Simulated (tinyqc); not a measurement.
Threshold-voltage variability of a planar MOSFET, analytic estimates: one step of the calculation.

Three independent sources add in quadrature: random dopants in the depleted layer, metal-gate grains of two orientations, and roughness of the two gate edges acting through the roll-off VT = VT(long) - Vr exp(-L/l). These are first-order estimates: no three-dimensional electrostatics, no percolation.

Question. Total spread, mismatch and leakage. s = sqrt(s1^2 + s2^2 + s3^2). For a pair: s(dVT) = sqrt(2) s; current mismatch sqrt(2) sqrt((gI s)^2 + sb^2); input offset = current mismatch/gI. For a Gaussian VT the off current is log-normal with mean/median = exp(s^2/(2 (n Vt)^2)).

Inputs (values chosen for the exercise); material values close to those of germanium:
- T = 300 K (temperature)
- n = 1.39 (subthreshold factor)
- gI = 15 1/V (gm/I of a matched pair)
- sb = 2.2 % (spread of the gain factor of one device)

Constants: q = 1.602176634e-19 C, kB = 1.380649e-23 J/K, Vt = kB T/q. Results are converted to the units shown.

s1 = 16.701363 mV
s2 = 6.7648143 mV
s3 = 3.4993049 mV

Find: s; s(dVT); current mismatch; input offset; mean/median of Ioff.

Answer.

s = 18.356 mV
s(dVT) = 25.959 mV
current mismatch = 39.063 %
input offset = 26.042 mV
mean/median of Ioff = 1.1394

tinyqc, about 0.01 s, one thread, Intel Xeon 2.30GHz (shared host): `OMP_NUM_THREADS=1 python tinyqc.py 2090106 2090107 out.jsonl`
